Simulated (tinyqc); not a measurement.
# Changing the electric field F

Model: hot carriers by balance equations with a heated Maxwellian. Computed by tinyqc, a small Python program. Command: `OMP_NUM_THREADS=1 python tinyqc.py 3029346 3029347 out.jsonl hot sweep`. One thread of a shared host (Intel(R) Xeon(R) Processor @ 2.30GHz), about 0.1 s of CPU time with the checks.

The carriers follow a Maxwellian at an electron temperature T_e, slightly displaced; the drift energy is neglected against k_B T_e. The balance averages the rate, not the time, so mu_0 lies below the relaxation-time value.

Inputs (values chosen for the exercise, for a model non-polar semiconductor):
```
quantity                                          value       unit
effective mass m                                   0.24        m_0
density rho                                        4630     kg/m^3
sound velocity v_l                                 9580        m/s
acoustic deformation potential D_A                  6.9         eV
phonon energy hbar w                               27.5        meV
optical or intervalley deformation potential D_o    7.3  1e8 eV/cm
final valleys Z_f                                     1          -
lattice temperature T                               400          K
mixing                                              0.2          -
iteration cap                                       300          -
```

Band: parabolic. Solver: damped fixed point.

Constants: k_B = 8.617333262e-05 eV/K; k_B = 1.380649e-23 J/K; e = 1.602176634e-19 C; hbar = 1.054571817e-34 J s; m_0 = 9.1093837015e-31 kg; hbar = 6.582119569e-16 eV s.

Method:
- Parabolic band: E = hbar^2 k^2/(2 m), speed v = hbar k/m, states per spin, volume and energy g(E) = m k/(2 pi^2 hbar^2). Masses are multiplied by m_0 and all formulas are in SI units.
- Phonon occupation N_q = 1/(exp(hbar w/(k_B T)) - 1).
- Acoustic deformation potential (elastic, equipartition, absorption and emission together): 1/tau = 2 pi k_B T D_A^2 g(E)/(hbar rho v_l^2).
- Optical or intervalley deformation potential: 1/tau = (pi Z_f D_o^2/(rho w)) [N_q g(E + hbar w) + (N_q + 1) g(E - hbar w)], with g = 0 below the band edge.
- Averages over the Maxwellian, <y> = int y x^(1/2) exp(-x) dx / int x^(1/2) exp(-x) dx with x = E/(k_B T_e), split at x_0 = hbar w/(k_B T_e): 64 Gauss-Legendre points in sqrt(x) below it and 128 in sqrt(x - x_0) above it, up to x = 32. Momentum balance: mu(T_e) = e/(m nu), nu = <x (sum of rates)>/<x>. Power lost per carrier: P(T_e) = hbar w <emission rate - absorption rate> + <(2 m v_l^2/(k_B T)) (E - 2 k_B T) acoustic rate>.
- Energy relaxation time at weak heating: tau_E = (3/2) k_B / (dP/dT_e), the derivative by a central difference of +/- 0.5 K at T_e = T.
- Fixed point: T_out = T + (T_e - T) e mu(T_e) F^2/P(T_e), T_new = T_e + mixing (T_out - T_e).
- Start at T_e = 1.5 T; stop when T_e moves by less than 1e-6 K or exceeds 1e6 K.
- v = mu(T_e) F; warm-carrier coefficient (mu/mu_0 - 1)/F^2.

One run for each value:
```
electric field F (kV/cm)  drift velocity (1e7 cm/s)  electron temperature T_e (K)  mu/mu_0
0.10                                         0.0170                           400   0.9996
0.22                                         0.0374                           401   0.9981
0.46                                         0.0776                           405   0.9920
1.00                                         0.1640                           424   0.9642
2.20                                         0.3225                           512   0.8616
4.60                                         0.5080                           843   0.6493
10.00                                        0.6513                          2298   0.3829
```

Over the rows, drift velocity (1e7 cm/s) rises from 0.0170 to 0.651 (exponent d ln y / d ln x 1.00 between the first rows and 0.32 between the last); electron temperature T_e (K) rises from 400 to 2300 (exponent d ln y / d ln x 0.0030 between the first rows and 1.3 between the last); mu/mu_0 falls from 1.000 to 0.383 (exponent d ln y / d ln x -0.0019 between the first rows and -0.68 between the last). At the low end the exponent of drift velocity is 1.00, close to 1: Ohm's law. At the low end the exponent of electron temperature T_e is 0.00, close to 0: the gas is still at the lattice temperature. The mobility has lost 10 % between 1.00 and 2.20 kV/cm. Left out: 22.0, 46.0, 100 (T_e far beyond the range of the model).

Caution (rows 10.0): k_B T_e exceeds 0.12 eV, where non-parabolicity and a non-Maxwellian tail matter.

Extremes, crossings and ranges named in words are read from the listed rows.
